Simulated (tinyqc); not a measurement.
CIS on RHF in the sto-3g basis, for H2, spin multiplicity 1, step by step. One step of it, computed by the program tinyqc.

Task: Integrals over molecular orbitals. (pq|rs) = sum C_ip C_jq C_kr C_ls (ij|kl), one index at a time.

coefficients C:
```
            MO1        MO2
1H 1s  0.538219   1.350974
2H 1s  0.538219  -1.350974
```

core Hamiltonian H = T + V (hartree):
```
           1H 1s      2H 1s
1H 1s  -1.191175  -1.081367
2H 1s  -1.081367  -1.191175
```

Two-electron integrals (ij|kl) in chemists' order, unique and non-zero (hartree):
```
(11|11) 0.774606   (21|11) 0.503440   (21|21) 0.369172   (22|11) 0.608406
(22|21) 0.503440   (22|22) 0.774606
```

Give: one-electron integrals over orbitals h = C^T H C; Two-electron integrals over orbitals.

Result:

one-electron integrals over orbitals h = C^T H C (hartree):
```
        1       2
1  -1.317   0.000
2   0.000  -0.401
```

Two-electron integrals over orbitals (pq|rs), unique and non-zero (hartree):
```
(11|11) 0.694   (21|21) 0.176   (22|11) 0.682   (22|22) 0.717
```
